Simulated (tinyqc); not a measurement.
What moves the results: hole subbands of a hard-walled well, four-band Luttinger model. A value that a table varies takes the place of the one given here.

Hole energies are counted downwards from the unstrained band edge, c = hbar^2/2m0. After the usual block transformation one block is H = [[P + Q - Zs, R - i S], [R + i S, P - Q + Zs]] in (heavy, light), with P +/- Q = c [(g1 +/- g2) k^2 + (g1 -/+ 2 g2) kz^2], R = sqrt(3) c gR k^2, S = 2 sqrt(3) c g3 k kz, kz = -i d/dz; axial approximation gR = (g2 + g3)/2. Zs = b (e_par - e_perp) is the shear part of the strain (the hydrostatic part shifts all levels alike and is left out). Basis sqrt(2/L) sin(n pi z/L), n = 1 to N, for each component: kz^2 gives (n pi/L)^2 and the heavy-light block is R delta_nm - 2 sqrt(3) c g3 k D_nm with D_nm = 4 n m/(L (n^2 - m^2)) for n + m odd, 0 otherwise. The other block has the same levels. The split-off band is left out.

Constants: hbar^2/2m0 = 3.80998211 eV angstrom^2.

Inputs chosen for the exercise (near those of InAs; shifted at random, so the results belong to these values and not to a real crystal): g1 = 20 (Luttinger gamma1); g2 = 8.5 (gamma2); g3 = 9.2 (gamma3); L = 165 angstrom (well width along [001]); k = 0.0286 1/angstrom (wave vector in the plane); Zlist = (-0.0601, -0.0338, -0.018, -0.005, 0, 0.017, 0.0469) eV (shear strain energies (negative: tension in the plane, for b < 0)).

## Which coupling does what

shear strain energy Zs = -0.028556 eV
N = 20, at the given k. Diagonal: R = S = 0. Along [100] and [110] gR is g2 and g3 instead of their mean.

Hole energies (meV):
```
model        E1      E2      E3      E4
diagonal  58.39  121.52  133.95  154.67
R alone   32.70  111.23  147.21  147.53
S alone   21.78   46.71   76.54  103.21
axial      6.74   37.81   69.79  101.05
[100]      7.81   38.48   70.26  101.26
[110]      5.64   37.11   69.32  100.82
```

The couplings move E1 by -51.65 meV: R alone by -25.69, S alone by -36.60, so S matters more at k L/pi = 1.50 (R grows as k^2 and joins equal n, S as k and joins n of opposite parity). Warping spreads E1 by 2.17 meV between [100] and [110], the hole being heavier along [110]; the axial value lies between them.

## Strain

N = 20. dE is the rise of the top subband from k = 0 to k1 = pi/(4L), m1 = c k1^2/dE (dash if dE is not positive), and the heavy weight is taken at k = pi/L.

Top subband:
```
Zs (eV)  HH1 (meV)  LH1 (meV)  dE (meV)  heavy weight  m1 (m0)
-0.0601       64.2       -9.0    -0.168         0.123        -
-0.0338       37.9       17.3    -1.668         0.258        -
-0.0180       22.1       33.1     1.418         0.408    0.061
-0.0050        9.1       46.1     1.902         0.560    0.045
0.0000         4.1       51.1     1.942         0.617    0.044
0.0170       -12.9       68.1     2.031         0.773    0.043
0.0469       -42.8       98.0     2.123         0.907    0.041
```

HH1 and LH1 cross at Zs = -2 c g2 (pi/L)^2 = -0.0235 eV; for more negative Zs the light hole is on top. Among the rows with HH1 on top, m1 goes from 0.061 to 0.041 m0 as the splitting widens from 11 to 141 meV, against the unmixed 1/(g1 + g2) = 0.035: compression lightens the holes here. A dash marks a top subband whose hole energy at k1 lies below that at k = 0: an electron-like (negative) mass. m1 describes the neighbourhood of k = 0 only; where HH1 and LH1 lie close, the band may peak further out.

## Size of the sine basis

The four lowest hole energies at the given k for growing N.

Hole energies (meV):
```
N       E1      E2       E3       E4
2   11.771  84.042  175.355  254.384
3    7.768  47.391  116.984  165.093
4    7.645  39.336   80.791  127.735
6    7.063  38.358   71.498  102.688
10   6.812  37.937   70.088  101.339
20   6.739  37.806   69.794  101.048
40   6.729  37.786   69.759  101.010
80   6.728  37.784   69.754  101.006
```

Is N = 3 enough for 1 meV in the two lowest levels?

No: against N = 80, N = 3 errs by up to 9.61 meV in E1 and E2, always upwards, as a variational basis must. Both are within 0.1 meV of N = 80 from N = 20 on; N = 40 and N = 80 differ by 2.7e-03 meV at most.

Computed by tinyqc, a small Python program: `OMP_NUM_THREADS=1 python tinyqc.py 1280449 1280450 out.jsonl` (the numbers bound the seed that draws the inputs); one thread of a shared host (Intel(R) Xeon(R) Processor @ 2.30GHz), about 0.1 s for the whole set of steps.
